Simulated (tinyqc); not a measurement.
Hubbard chain of 2 sites, step by step. One step of it, computed by the program tinyqc.

Problem. The many-body Hamiltonian. Basis: all placements (u, d, 2, 0 on each site), up operators ordered before down ones; hops carry the sign of the same-spin electrons passed.

one-body matrix (hopping and site energies) (eV), order 1, 2:
```
[[0.000000, -1.810000],
 [-1.810000, 0.000000]]
```

U = 9.200000 eV

electrons, up and down: [1, 1]

Give: H.

Solution.

H (eV), order 20, ud, du, 02:
```
[[9.2000, -1.8100, -1.8100, 0.0000],
 [-1.8100, 0.0000, 0.0000, -1.8100],
 [-1.8100, 0.0000, 0.0000, -1.8100],
 [0.0000, -1.8100, -1.8100, 9.2000]]
```
